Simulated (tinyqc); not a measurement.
Plane-wave Kohn-Sham cycle with exchange-only LDA in a layered model solid, step by step. Computed by tinyqc, a small Python program that keeps every step. Settings: points = 16, plane-wave index or count = 2, electrons = 4, k points = 4, area = 22.0, mixing = 1.0, iteration cap = 68, Kerker q0 = 0.65. Command: `OMP_NUM_THREADS=1 python tinyqc.py 27025 27026 out.jsonl` (the two numbers bound the seeds that draw the settings). One thread of a shared host (Intel(R) Xeon(R) Processor @ 2.60GHz), about 0.06 s of CPU time with the checks. Later iterations appear only in the table of the cycle.

## Iteration 1: potential

A solid whose potential varies along x alone (atomic units):
```
parameter                      value
period a                   12.000000
cross-section of the cell  22.000000
electrons per cell                 4
grid points                       16
plane waves -n..n, n               2
k points                           4
V1 in V1 cos(2 pi x/a)     -0.400000
V2 in V2 cos(4 pi x/a)     -0.210000
```

density at the start, on the grid x_j = j a/N (e/bohr^3): [0.0151515, 0.0151515, 0.0151515, 0.0151515, 0.0151515, 0.0151515, 0.0151515, 0.0151515, 0.0151515, 0.0151515, 0.0151515, 0.0151515, 0.0151515, 0.0151515, 0.0151515, 0.0151515]

V_H(G) = 4 pi rho(G)/G^2 for G != 0 (uniform background); v_x = -(3 rho/pi)^(1/3); V = V_ext + V_H + v_x; Fourier components f(G_m) = (1/N) sum_j f(x_j) exp(-i G_m x_j).

Potentials on the grid (hartree):
```
x            V_ext      V_H       v_x         V
0.00000   -0.61000  0.00000  -0.24367  -0.85367
0.75000   -0.51804  0.00000  -0.24367  -0.76172
1.50000   -0.28284  0.00000  -0.24367  -0.52652
2.25000   -0.00458  0.00000  -0.24367  -0.24825
3.00000    0.21000  0.00000  -0.24367  -0.03367
3.75000    0.30157  0.00000  -0.24367   0.05789
4.50000    0.28284  0.00000  -0.24367   0.03917
5.25000    0.22106  0.00000  -0.24367  -0.02261
6.00000    0.19000  0.00000  -0.24367  -0.05367
6.75000    0.22106  0.00000  -0.24367  -0.02261
7.50000    0.28284  0.00000  -0.24367   0.03917
8.25000    0.30157  0.00000  -0.24367   0.05789
9.00000    0.21000  0.00000  -0.24367  -0.03367
9.75000   -0.00458  0.00000  -0.24367  -0.24825
10.50000  -0.28284  0.00000  -0.24367  -0.52652
11.25000  -0.51804  0.00000  -0.24367  -0.76172
```

V(G_m), m = 0, 1, 2, ... (hartree): [-0.24367, -0.20000, -0.10500, 0.00000, 0.00000]

## Iteration 1: Hamiltonian at one k

k = 0.12500 2 pi / a

H(m,m') = (k + G_m)^2/2 delta + V(G_m - G_m'), with V(-G) = V(G).

H (hartree), order -2, -1, +0, +1, +2:
$$\begin{pmatrix}
0.23824 & -0.20000 & -0.10500 & 0.00000 & 0.00000 \\
-0.20000 & -0.13872 & -0.20000 & -0.10500 & 0.00000 \\
-0.10500 & -0.20000 & -0.24153 & -0.20000 & -0.10500 \\
0.00000 & -0.10500 & -0.20000 & -0.07018 & -0.20000 \\
0.00000 & 0.00000 & -0.10500 & -0.20000 & 0.37532
\end{pmatrix}$$

## Iteration 1: levels at that k

Diagonalise the Hermitian matrix.

eigenvalues (hartree): [-0.57887, -0.10130, 0.05649, 0.32938, 0.45743]

## Iteration 1: new density

Motion across x is left out: the lowest 2 band(s) hold two electrons at each of the k points (j + 1/2)/nk - 1/2. Residual R = rho(out) - rho(in); rho(new) = rho(in) + 1 R, with R(G) scaled by G^2/(G^2 + 0.65^2) (Kerker). rho(out) = 2/(a A nk) sum |psi|^2 with psi = sum c exp(i G x). Harris energy E = band energy - dV sum rho (V_H/2 + v_x) + (3/4) dV sum rho v_x with rho(in), dV = a A/N, band energy = (2/nk) sum of the filled levels.

rho(out) (e/bohr^3): [0.0307804, 0.0314908, 0.0303771, 0.0233612, 0.0128570, 0.0048654, 0.0015784, 0.0008887, 0.0008067, 0.0008887, 0.0015784, 0.0048654, 0.0128570, 0.0233612, 0.0303771, 0.0314908]

density after iteration 1 (e/bohr^3): [0.0201182, 0.0214489, 0.0224468, 0.0191846, 0.0133379, 0.0096195, 0.0093636, 0.0103531, 0.0107974, 0.0103531, 0.0093636, 0.0096195, 0.0133379, 0.0191846, 0.0224468, 0.0214489]

energy per cell = -1.1166775 hartree

## Iteration 2: potential

As before.

Potentials on the grid (hartree):
```
x            V_ext       V_H       v_x         V
0.00000   -0.61000   0.31713  -0.26783  -0.56070
0.75000   -0.51804   0.29867  -0.27361  -0.49298
1.50000   -0.28284   0.23587  -0.27778  -0.32476
2.25000   -0.00458   0.12422  -0.26362  -0.14398
3.00000    0.21000  -0.01430  -0.23354  -0.03784
3.75000    0.30157  -0.14140  -0.20943  -0.04927
4.50000    0.28284  -0.23155  -0.20756  -0.15627
5.25000    0.22106  -0.28150  -0.21463  -0.27506
6.00000    0.19000  -0.29715  -0.21765  -0.32481
6.75000    0.22106  -0.28150  -0.21463  -0.27506
7.50000    0.28284  -0.23155  -0.20756  -0.15627
8.25000    0.30157  -0.14140  -0.20943  -0.04927
9.00000    0.21000  -0.01430  -0.23354  -0.03784
9.75000   -0.00458   0.12422  -0.26362  -0.14398
10.50000  -0.28284   0.23587  -0.27778  -0.32476
11.25000  -0.51804   0.29867  -0.27361  -0.49298
```

V(G_m), m = 0, 1, 2, ... (hartree): [-0.24036, -0.05933, -0.10142, 0.00066, 0.00005]

## Iteration 2: Hamiltonian at one k

k = 0.12500 2 pi / a

As before.

H (hartree), order -2, -1, +0, +1, +2:
$$\begin{pmatrix}
0.24155 & -0.05933 & -0.10142 & 0.00066 & 0.00005 \\
-0.05933 & -0.13541 & -0.05933 & -0.10142 & 0.00066 \\
-0.10142 & -0.05933 & -0.23822 & -0.05933 & -0.10142 \\
0.00066 & -0.10142 & -0.05933 & -0.06687 & -0.05933 \\
0.00005 & 0.00066 & -0.10142 & -0.05933 & 0.37863
\end{pmatrix}$$

## Iteration 2: levels at that k

As before.

eigenvalues (hartree): [-0.34223, -0.14350, -0.00452, 0.26783, 0.40209]

## Iteration 2: new density

As before.

rho(out) (e/bohr^3): [0.0287810, 0.0245066, 0.0151269, 0.0072670, 0.0048285, 0.0078171, 0.0142992, 0.0210155, 0.0239219, 0.0210155, 0.0142992, 0.0078171, 0.0048285, 0.0072670, 0.0151269, 0.0245066]

density after iteration 2 (e/bohr^3): [0.0288119, 0.0254714, 0.0179008, 0.0108740, 0.0074220, 0.0080259, 0.0117348, 0.0162348, 0.0182851, 0.0162348, 0.0117348, 0.0080259, 0.0074220, 0.0108740, 0.0179008, 0.0254714]

energy per cell = -0.8809067 hartree

## Convergence

Stop when sqrt(dV sum R^2) is below 1e-8, dV = a A/N.

Course of the cycle:
```
iteration  E (hartree)  norm of the residual
1           -1.1166775              2.06e-01
2           -0.8809067              1.34e-01
3           -0.8299639              3.64e-02
4           -0.8297041              2.88e-02
5           -0.8282004              2.12e-02
6           -0.8279853              1.68e-02
7           -0.8275857              1.30e-02
8           -0.8274796              1.04e-02
9           -0.8273479              8.20e-03
10          -0.8272990              6.58e-03
11          -0.8272513              5.22e-03
...                ...                   ...
58          -0.8271837              1.42e-07
59          -0.8271837              1.13e-07
60          -0.8271837              9.06e-08
61          -0.8271837              7.25e-08
62          -0.8271837              5.79e-08
63          -0.8271837              4.63e-08
64          -0.8271837              3.70e-08
65          -0.8271837              2.96e-08
66          -0.8271837              2.37e-08
67          -0.8271837              1.89e-08
68          -0.8271837              1.51e-08
```

Not converged within 68 iterations: the residual falls steadily but slowly, by a factor of about 0.80 a step. Reruns (cap 100 unless said): mixing 0.1: not converged; mixing 0.5, Kerker q0 1.0: converged in 58 (E = -0.82718); mixing 0.3, Pulay depth 5: converged in 19 (E = -0.82718); the original settings with a cap of 400: converged in 70 (E = -0.82718).
